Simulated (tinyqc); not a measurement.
p-type polysilicon, carrier trapping at grain boundaries: one step of the calculation.

One-dimensional grains of size Lg, uniform ionised doping N, monovalent traps Qt at each boundary at a depth Et below (for electrons) or above (for holes) the band edge there, abrupt depletion of width W on each side of a boundary, Boltzmann statistics. xi is the distance from the band edge at the grain centre to the Fermi level. Trapped charge Qt/(1 + exp((xi + VB - Et)/Vt)) = 2 N W, barrier VB = q N W^2/(2 eps0 eps_r).

Problem. Depletion width, Fermi level and barrier. If the trap equation with xi = Vt ln(NB/N) has a root W < Lg/2, the grain is partly depleted; otherwise W = Lg/2 and the trap equation gives xi = Et - VB + Vt ln(Qt/(N Lg) - 1). N* = Qt/Lg.

Parameters, values chosen for the exercise; values of the order met in polycrystalline silicon: temperature T = 300 K; relative permittivity eps_r = 11.7; valence-band density of states at T NB = 2.65e19 cm^-3; grain size Lg = 28 nm; trap density of a grain boundary Qt = 2e12 cm^-2; depth of the trap level from the majority band edge at the boundary Et = 0.31 eV; doping N = 2.4e17 cm^-3.

Constants: q = 1.602176634e-19 C, kB = 1.380649e-23 J/K, Vt = kB T/q, eps0 = 8.8541878128e-14 F/cm where lengths are in cm. Results are converted to the units shown.

Find: N*; W; xi; VB; share of traps filled.

Solution.

N* = 7.143e17 cm^-3
W = 14.00 nm
xi = 0.2912 V
VB = 0.03638 V
share of traps filled = 0.3360

N is 0.336 N*, and the grain is fully depleted; VB = 1.41 Vt.

Program tinyqc, `OMP_NUM_THREADS=1 python tinyqc.py 2830204 2830205 out.jsonl`; Intel Xeon 2.30GHz, shared host, one thread, about 0.01 s.
